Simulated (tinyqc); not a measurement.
Worked calculation: core-shell quantum dot (spherical envelope functions). Values are carried at full precision from step to step, so a last printed digit may differ when a step is redone from the rounded ones.

Parabolic bands; strain and other valleys are left out. s states, u = r psi, hard wall at R + H, c = hbar^2/2m0, energies from the band edges of the core. Core: u = sin(k1 r)/k1, k1 = sqrt(m1 E/c). At R, psi and psi'/m are continuous, so u is continuous and its slope in the shell is s = u/R + (m2/m1)(u' - u/R). Shell: u(R + x) = u(R) cos(k2 x) + s sin(k2 x)/k2, k2 = sqrt(m2 (E - V)/c); for negative arguments the functions turn into sinh and cosh. A level has u(R + H) = 0.

Constants: hbar^2/2m0 = 3.80998211 eV angstrom^2; e^2/(4 pi eps0) = 14.39964547 eV angstrom; hc = 1239.841984 eV nm.

Parameters, chosen for this exercise (near those of a GaAs/AlGaAs core-shell dot; the results hold for these values, not for the real material):
- R = 20 angstrom (core radius)
- H = 9 angstrom (shell thickness)
- Vc = 0.23 eV (conduction edge of the shell above that of the core)
- me1 = 0.065 m0 (electron, core)
- me2 = 0.086 m0 (electron, shell)
- E = 0.633 eV (trial energy of the electron)
- Vv = 0.135 eV (hole barrier of the shell)
- mh1 = 0.418 m0 (hole, core)
- mh2 = 0.446 m0 (hole, shell)
- Eg = 1.425 eV (gap of the core)
- eps = 11.8 (dielectric constant)

## Shooting at a trial energy

Carry the electron solution outwards.

k1^2 = 0.010799 1/angstrom^2
k2^2 = 0.0090966 1/angstrom^2
u(R) = 8.410 angstrom
s = -0.7790
u(R + H) = -0.684 angstrom

u(R + H) is negative: one node has entered, so the lowest level lies below the trial energy.

## Ground states

Find the lowest root for electron and hole, and the share of u^2 inside the core.

Levels:

| carrier | E (eV) | share in the core |
|---|---|---|
| electron | 0.6087 | 0.820 |
| hole | 0.1216 | 0.883 |

The core holds 33 % of the volume. Both carriers sit mainly in the core, as the type I line-up favours.

## Overlap and Coulomb integrals

Overlap = (integral of u_e u_h)^2 with normalised u. Coulomb integrals J_ab = (q/eps) double integral of u_a(r)^2 u_b(s)^2/max(r, s), q = e^2/(4 pi eps0), one eps everywhere. Exciton E = Eg + E_e + E_h - J_eh; first-order biexciton shift J_ee + J_hh - 2 J_eh (positive: repulsive).

Integrate numerically.

overlap = 0.986

J_eh, J_ee, J_hh (meV): 76.0  73.1  79.4

## Exciton and biexciton

Give E, the wavelength hc/E and the biexciton shift.

E = 2.079 eV
wavelength = 596 nm
biexciton shift = 1 meV

At first order the shift is the Coulomb integral of the net charge density with itself and cannot be negative; correlation, left out here, lowers it, and may reverse a shift as small as this.

## Checks

- Level without offset and mass step against c (pi/(R + H))^2/m, eV: both 0.6879.
- J_ee in that case against 1.786 q/(eps (R + H)), meV: both 75.2.

Program tinyqc; command `OMP_NUM_THREADS=1 python tinyqc.py 1281226 1281227 out.jsonl`; about 0.07 s on one thread of a shared Intel(R) Xeon(R) Processor @ 2.30GHz.
